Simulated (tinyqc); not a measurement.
From parabola to cone: four-band model of biased bilayer graphene near K.

Basis A1, B1, A2, B2, with B1 below A2; p = kx + i ky, v_j = (sqrt3/2) a g_j. Diagonal -U/2, -U/2, U/2, U/2; <A1|B1> = <A2|B2> = v0 p*, <B1|A2> = g1, <A1|B2> = v3 p, <A1|A2> = <B1|B2> = -v4 p*.

Values chosen for the exercise (near those used for Bernal bilayer graphene; shifted at random, so the results belong to these values and not to a real crystal):
- a = 2.46 angstrom (lattice constant)
- g0 = 3 eV (hopping in a layer)
- g1 = 0.368 eV (hopping of the dimer sites)
- g3 = 0.33 eV (skew hopping A1-B2)
- g4 = 0.14 eV (skew hopping A1-A2)

U = 0, along kx. Parabola: v0^2 k^2/g1. Hyperbola: sqrt(g1^2/4 + v0^2 k^2) - g1/2. Then bands 3 and 2 of the full matrix for +kx and band 3 for -kx.

Energies (eV):

| k (1/angstrom) | parabola | hyperbola | band 3, +kx | band 2, +kx | band 3, -kx |
|---|---|---|---|---|---|
| 0.002 | 0.0004 | 0.0004 | 0.0010 | -0.0009 | 0.0019 |
| 0.005 | 0.0028 | 0.0028 | 0.0010 | -0.0005 | 0.0065 |
| 0.010 | 0.0111 | 0.0108 | 0.0050 | -0.0030 | 0.0186 |
| 0.020 | 0.0444 | 0.0400 | 0.0308 | -0.0238 | 0.0563 |
| 0.030 | 0.0999 | 0.0817 | 0.0707 | -0.0574 | 0.1061 |
| 0.050 | 0.2775 | 0.1848 | 0.1720 | -0.1456 | 0.2241 |
| 0.080 | 0.7104 | 0.3594 | 0.3453 | -0.2996 | 0.4198 |
| 0.120 | 1.5984 | 0.6047 | 0.5890 | -0.5186 | 0.6922 |

What does the comparison show?

The parabola is 3 % above the hyperbola at 0.01 and a factor 2.64 at 0.12 1/angstrom, where the slope nears v0. g3 makes +kx and -kx differ, by 35.3 meV at 0.03, and g4 makes electrons and holes differ, |band 3| - |band 2| = +13.3 meV there. Without bias the bands touch in four small cones, one at K and three at k = g1 v3/v0^2 = 0.0063 1/angstrom from it; their pockets join near g1 (g3/g0)^2/4 = 1.1 meV.

Run: tinyqc, `OMP_NUM_THREADS=1 python tinyqc.py 1481125 1481126 out.jsonl`; Intel(R) Xeon(R) Processor @ 2.30GHz, one thread, shared host; about 0.03 s of CPU time with all checks.
